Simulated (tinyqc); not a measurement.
Scattering rates of a carrier in a spherical band by Fermi's golden rule: one step, computed by the program tinyqc.

All processes here are isotropic or elastic, and the rate listed is the momentum relaxation rate.

Task: Acoustic phonons. Kane band: hbar^2 k^2/(2 m) = E (1 + alpha E), speed v = hbar k/(m (1 + 2 alpha E)), states per spin, volume and energy g(E) = m k (1 + 2 alpha E)/(2 pi^2 hbar^2); overlap factors are set to 1. Masses are multiplied by m_0 and all formulas are in SI units. Acoustic deformation potential (elastic, equipartition, absorption and emission together): 1/tau = 2 pi k_B T D_A^2 g(E)/(hbar rho v_l^2).

Inputs (values chosen for the exercise, modelled on electrons in silicon):

| quantity | value | unit |
|---|---|---|
| density-of-states mass of one valley m | 0.327 | m_0 |
| non-parabolicity alpha | 0.46 | 1/eV |
| density rho | 2329 | kg/m^3 |
| sound velocity v_l | 8910 | m/s |
| acoustic deformation potential D_A | 10 | eV |
| temperature T | 350 | K |
| carrier energy E | 35 | meV |

Crystal: non-polar. Band: Kane. Impurity formula: Conwell-Weisskopf. Further scattering: none.

Constants: k_B = 1.380649e-23 J/K; e = 1.602176634e-19 C; hbar = 1.054571817e-34 J s; m_0 = 9.1093837015e-31 kg.

Give: acoustic rate.

Result:

acoustic rate = 3.0930e+12 1/s
